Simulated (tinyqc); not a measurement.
# Read current of a NAND string, cells in series solved by shooting: effects of single changes

Cells in series, numbered from 0 at the source line (0 V) to the bit line, each followed by a gap resistance Rg. A cell with gate Vg, threshold VT, source Vs and drain Vd passes I = 2 nf K Vt^2 [F(Vs) - F(Vd)]/(1 + th max(Vg - VT, 0)), F(V) = ln^2(1 + exp((Vg - VT - nf V)/(2 nf Vt))). The selected cell has Vg = Vr, the others Vg = Vp.

Parameters, values chosen for the exercise; values of the order met in vertical NAND strings:
- T = 358 K (temperature)
- K = 11 uA/V^2 (gain factor of a cell)
- nf = 1.3 (slope factor)
- th = 0.16 1/V (mobility reduction factor)
- Rg = 5.6 kohm (resistance of the gap between cells)
- Vbl = 0.4 V (bit-line voltage)
- Vp = 6.4 V (pass voltage)
- Ve = -2 V (threshold of an erased cell)
- Vh = 4.3 V (threshold of the highest state)
- Vx = 2.5 V (threshold of the selected cell)
- Is = 50 nA (sensing current)
- Vr = 3.19 V (read voltage on the selected word line)

Constants: q = 1.602176634e-19 C, kB = 1.380649e-23 J/K, Vt = kB T/q. Results are converted to the units shown.

Each table varies one quantity; the others keep the values above.

## Read current against the number of cells

For a trial current I start at 0 V and, cell by cell, solve for the drain: sqrt(F(Vd)) = sqrt(F(Vs) - I/k), k = 2 nf K Vt^2/(1 + th max(Vg - VT, 0)), Vd = [Vg - VT - 2 nf Vt ln(exp(sqrt F) - 1)]/nf, then add I Rg. The string current is the I for which the last node reaches Vbl. The apparent threshold is the Vr at which I = Is. Background: all other cells erased (VT = Ve) or all in the highest state (VT = Vh); ratio and shift are high over erased and high minus erased. The selected cell is in the middle, cell n/2.

Result of one run:
columns A: n; B: I, others erased (uA); C: I, others high (uA); D: ratio; E: apparent VT, erased (V); F: apparent VT, high (V); G: background shift (mV)
```
A        B       C       D      E      F      G
32  0.3259  0.1628  0.4995  2.618  2.654  35.12
```

What becomes of these results when the number of cells n is changed from 32 to 64, all else the same?

Result of the changed run:
columns A: n; B: I, others erased (uA); C: I, others high (uA); D: ratio; E: apparent VT, erased (V); F: apparent VT, high (V); G: background shift (mV)
```
A        B        C       D      E      F      G
64  0.1783  0.08424  0.4724  2.651  2.724  73.25
```

The whole series:
columns A: n; B: I, others erased (uA); C: I, others high (uA); D: ratio; E: apparent VT, erased (V); F: apparent VT, high (V); G: background shift (mV)
```
A        B        C       D      E      F      G
8   0.8503   0.5364  0.6308  2.594  2.603  8.597
16  0.5545   0.3044  0.5491  2.602  2.619  17.31
32  0.3259   0.1628  0.4995  2.618  2.654  35.12
64  0.1783  0.08424  0.4724  2.651  2.724  73.25
96  0.1227  0.05681  0.4630  2.684  2.830  145.7
```

With erased neighbours the current falls from 0.850 to 0.123 uA, as n^(-0.62) between the first two rows and n^(-0.92) between the last two (-1 once the series resistance rules). The ratio falls from 0.631 to 0.463 and the background shift rises from 8.60 to 146 mV.

## Effect of the position of the selected cell

Same model as above.

The string has 64 cells, numbered from the source.

Effect of the position of the selected cell:
columns A: j; B: I, others erased (uA); C: I, others high (uA); D: ratio; E: apparent VT, erased (V); F: apparent VT, high (V); G: background shift (mV)
```
A        B        C       D      E      F      G
0   0.1850  0.08537  0.4613  2.586  2.587  1.503
9   0.1837  0.08515  0.4636  2.604  2.625  20.88
18  0.1819  0.08486  0.4664  2.623  2.663  40.87
27  0.1798  0.08450  0.4700  2.641  2.702  61.50
36  0.1770  0.08399  0.4745  2.659  2.742  82.81
45  0.1733  0.08326  0.4803  2.678  2.783  104.8
54  0.1684  0.08211  0.4876  2.696  2.824  127.7
63  0.1618  0.08017  0.4955  2.715  2.866  151.3
```

From the source end to the bit-line end the apparent VT with high neighbours rises from 2.587 to 2.866 V and the background shift rises from 1.50 to 151 mV. Cells and gaps on the source side raise the source of the selected cell, which costs nf times that voltage in gate drive; those on the drain side only lower its drain voltage.

Computed by the program tinyqc: `OMP_NUM_THREADS=1 python tinyqc.py 2142087 2142088 out.jsonl`, one thread of a shared Intel Xeon 2.30GHz, about 0.5 s for the whole run.
